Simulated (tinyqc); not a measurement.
Zigzag graphene nanoribbon in tight binding, step by step. Values are carried at full precision from step to step, so a last printed digit may differ when a step is redone from the rounded ones.

A zigzag ribbon of N chains, sites A1, B1, A2, ..., BN across it. For each k it is a chain with bonds -2t cos(k/2) (A_n to B_n) and -t (B_n to A_(n+1)), and +D, -D on A and B. A1 and BN are the edge sites; the Dirac points project to k = 2 pi/3.

Inputs chosen for the exercise (near those used for graphene; not measured data): t = 2.88 eV (hopping); N = 6 (zigzag chains); D = 0 eV (sublattice potential, +D on A and -D on B); k = 2.63 (k times the period sqrt3 acc); acc = 1.42 angstrom (bond length).

## The chain at this k

Form the k-dependent bond and the matrix.

2 cos(k/2) = 0.50603

H(k) (eV):
```
         A1       B1       A2       B2       A3       B3       A4       B4       A5       B5       A6       B6
A1        0  -1.4574        0        0        0        0        0        0        0        0        0        0
B1  -1.4574        0  -2.8800        0        0        0        0        0        0        0        0        0
A2        0  -2.8800        0  -1.4574        0        0        0        0        0        0        0        0
B2        0        0  -1.4574        0  -2.8800        0        0        0        0        0        0        0
A3        0        0        0  -2.8800        0  -1.4574        0        0        0        0        0        0
B3        0        0        0        0  -1.4574        0  -2.8800        0        0        0        0        0
A4        0        0        0        0        0  -2.8800        0  -1.4574        0        0        0        0
B4        0        0        0        0        0        0  -1.4574        0  -2.8800        0        0        0
A5        0        0        0        0        0        0        0  -2.8800        0  -1.4574        0        0
B5        0        0        0        0        0        0        0        0  -1.4574        0  -2.8800        0
A6        0        0        0        0        0        0        0        0        0  -2.8800        0  -1.4574
B6        0        0        0        0        0        0        0        0        0        0  -1.4574        0
```

An edge state of the finite ribbon needs 2 cos(k/2) < N/(N + 1) = 0.8571: it exists here.

## Levels and where the middle pair lives

Diagonalise H; average the weights of the two middle levels.

levels (eV): -4.2191  -3.8727  -3.3243  -2.6223  -1.8677  -0.0360  0.0360  1.8677  2.6223  3.3243  3.8727  4.2191

weights: A1 0.373, B1 0.000, A2 0.095, B2 0.001, A3 0.024, B3 0.006, A4 0.006, B4 0.024, A5 0.001, B5 0.095, A6 0.000, B6 0.373

The two edge sites hold 74.5 % of the middle pair, against 16.7 % for an even spread.

## The edge state from the half-plane solution

On a half plane the state lives on one sublattice with amplitudes (-x)^n, x = 2 cos(k/2): weight 1 - x^2 on the edge site, decay length -1.5 acc/ln x of the amplitude. The two edges mix to |E| = sqrt(D^2 + e^2), e about t x^N (1 - x^2).

edge weight = 0.7439
decay length = 3.127 angstrom
e = 0.0360 eV
|E| = 0.0360 eV

Diagonalising the chain of 12 sites gives |E| = 0.0360 eV; the estimate is -0.1 % from it.

## Checks

- Level at k = pi next to the edge pair against sqrt(t^2 + D^2): both 2.88000.

tinyqc: `OMP_NUM_THREADS=1 python tinyqc.py 1452014 1452015 out.jsonl`; about 0.01 s, one thread, shared Intel(R) Xeon(R) Processor @ 2.30GHz.
